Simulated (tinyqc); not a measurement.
LCCD on RHF in the 6-311g basis, for H-, spin multiplicity 1, step by step. The basis has no diffuse functions, so it cannot describe the extra electron: this is an exercise in the method, not the real anion. One step of it, computed by the program tinyqc.

Problem. Iteration 1: diagonalisation and new density. Diagonalise F' = X^T F X, C = X C', fill 1 alpha and 1 beta electrons from the bottom; D = 2 C_occ C_occ^T. Each column has its largest component positive (the first on a tie).

Fock matrix F (hartree), order 1H 1s, 1H 2s, 1H 3s:
```
[[1.306908, 0.019308, -0.239524],
 [0.019308, 0.261115, 0.065031],
 [-0.239524, 0.065031, 0.199639]]
```

X, order 1H 1s, 1H 2s, 1H 3s:
```
[[1.366024, -0.728467, 0.179565],
 [-0.728467, 2.045624, -0.905584],
 [0.179565, -0.905584, 1.539843]]
```

Give: F' = X^T F X; orbital energies; coefficients C; D after iteration 1.

Solution.

F' = X^T F X (hartree):
```
[[2.4108, -1.2635, -0.0735],
 [-1.2635, 1.3354, -0.3474],
 [-0.0735, -0.3474, 0.4095]]
```

orbital energies (hartree): [0.1183, 0.7852, 3.2523]

coefficients C, order 1H 1s, 1H 2s, 1H 3s:
```
[[0.1825, 0.0463, -1.5471],
 [0.2235, 1.5182, 1.7833],
 [0.7141, -1.4798, -0.7237]]
```

D after iteration 1, order 1H 1s, 1H 2s, 1H 3s:
```
[[0.0666, 0.0816, 0.2607],
 [0.0816, 0.0999, 0.3191],
 [0.2607, 0.3191, 1.0199]]
```
